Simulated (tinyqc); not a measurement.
Front-illuminated p-i-n photodiode, quantum efficiency and bandwidth: one step of the calculation.

Light enters through a p layer (0 to xp), a depleted layer (xp to xp + wi) and a thick n substrate, decaying as exp(-al x); one pass, no back reflection. Carriers made in the depleted layer are all collected; those in the neutral layers diffuse.

Task. Response at one frequency. Drift response for pairs made in the depleted layer, a = al wi, g = 1 - exp(-a), u = 2 pi i f, te = wi/ve, th = wi/vh: electrons He = [g - a (exp(-a) - exp(-u te))/(u te - a)]/(u te g), holes Hh = [g - a (1 - exp(-a - u th))/(a + u th)]/(u th g); C = eps0 eps_r pi (dia/2)^2/wi + Cp; total |He + Hh|/sqrt(1 + (2 pi f RL C)^2), for the current of the depleted layer alone.

Inputs (values chosen for the exercise); values close to those of silicon at this wavelength: absorption coefficient al = 7650 1/cm; relative permittivity eps_r = 11.1; thickness of the depleted layer wi = 1.3 um; electron drift velocity ve = 1.01e7 cm/s; hole drift velocity vh = 7.33e6 cm/s; diameter dia = 81 um; load resistance RL = 50 ohm; parasitic capacitance Cp = 10 fF; modulation frequency f = 23 GHz.

Constants: eps0 = 8.8541878128e-14 F/cm where lengths are in cm. Results are converted to the units shown.

Find: te; th; He; Hh; |He + Hh|; C; total response.

Result.

te = 12.87 ps
th = 17.74 ps
He = 0.4142-0.3219i
Hh = 0.2571-0.2418i
|He + Hh| = 0.8766
C = 399.6 fF
total response = 0.2869

The drift response alone falls to 1/sqrt(2) at 37.3 GHz and the RC term alone at 7.97 GHz; together they give 7.73 GHz for this part of the current; the diffusion currents, left out, respond on their own time scales.

Numbers from tinyqc (`OMP_NUM_THREADS=1 python tinyqc.py 2250126 2250127 out.jsonl`; about 0.01 s on one thread of a shared Intel Xeon 2.30GHz).
